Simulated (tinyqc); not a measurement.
Inside a calculation. Method: Hueckel theory of the pi electrons, for the molecule Fc1cnc2[nH]cnc2n1 (SMILES; centres numbered as the heavy atoms are written). One step of it, computed by the program tinyqc.

Question. Energy, charges, bond orders. E = sum n x; q_r = z_r - P_rr; bond order p = P_rs; free valence = sqrt(3) - sum of p over the bonds of the atom.

x values: 3.263643  2.541908  1.792277  1.567503  0.957057  0.743049  -0.613715  -1.079601  -1.314466  -2.017655

occupations: 2.000000  2.000000  2.000000  2.000000  2.000000  2.000000  0.000000  0.000000  0.000000  0.000000

charge and bond-order matrix P:
```
,1F,2C,3C,4N,5C,6N,7C,8N,9C,10N
1F,1.970700,0.177277,-0.092665,-0.015953,0.060708,-0.015224,-0.020663,0.018834,0.008274,-0.112723
2C,0.177277,0.917383,0.626589,0.013411,-0.289827,0.081280,0.098212,-0.086421,-0.082391,0.674126
3C,-0.092665,0.626589,0.967731,0.677474,-0.100179,-0.077540,0.187119,0.058311,-0.288952,0.028854
4N,-0.015953,0.013411,0.677474,1.165779,0.615541,-0.119415,-0.102709,0.011411,0.069377,-0.323217
5C,0.060708,-0.289827,-0.100179,0.615541,0.955460,0.380684,-0.225189,-0.091643,0.560774,0.053933
6N,-0.015224,0.081280,-0.077540,-0.119415,0.380684,1.720647,0.477081,-0.237439,-0.149832,0.046934
7C,-0.020663,0.098212,0.187119,-0.102709,-0.225189,0.477081,0.828116,0.771201,-0.067016,-0.193032
8N,0.018834,-0.086421,0.058311,0.011411,-0.091643,-0.237439,0.771201,1.308178,0.474345,-0.095616
9C,0.008274,-0.082391,-0.288952,0.069377,0.560774,-0.149832,-0.067016,0.474345,0.969737,0.580956
10N,-0.112723,0.674126,0.028854,-0.323217,0.053933,0.046934,-0.193032,-0.095616,0.580956,1.196268
```

Centres:
```
centre,"z_r, pi electrons of the neutral centre",h
1F,2,3.060000
2C,1,0.000000
3C,1,0.000000
4N,1,0.460000
5C,1,0.000000
6N,2,1.400000
7C,1,0.000000
8N,1,0.460000
9C,1,0.000000
10N,1,0.460000
```

Bonds:
```
i,j,k
1,2,0.710000
2,3,1
3,4,1
4,5,1
5,6,0.810000
6,7,0.810000
7,8,1
8,9,1
9,10,1
10,2,1
9,5,1
```

Give: pi energy = 12 alpha + this times beta; pi charges; Bond orders and lengths from R = 1.517 - 0.180 p; free valence of the carbons; gap between the highest filled and the next level.

Answer.

pi energy = 12 alpha + this times beta = 21.731

pi charges: 1F 0.029, 2C 0.083, 3C 0.032, 4N -0.166, 5C 0.045, 6N 0.279, 7C 0.172, 8N -0.308, 9C 0.030, 10N -0.196

Bond orders and lengths from R = 1.517 - 0.180 p (angstrom, C-C alone):
```
bond,p,R
1-2,0.177,-
2-3,0.627,1.404
3-4,0.677,-
4-5,0.616,-
5-6,0.381,-
6-7,0.477,-
7-8,0.771,-
8-9,0.474,-
9-10,0.581,-
10-2,0.674,-
9-5,0.561,1.416
```

free valence of the carbons: 2C 0.254, 3C 0.428, 5C 0.175, 7C 0.484, 9C 0.116

gap between the highest filled and the next level = 1.357 |beta|
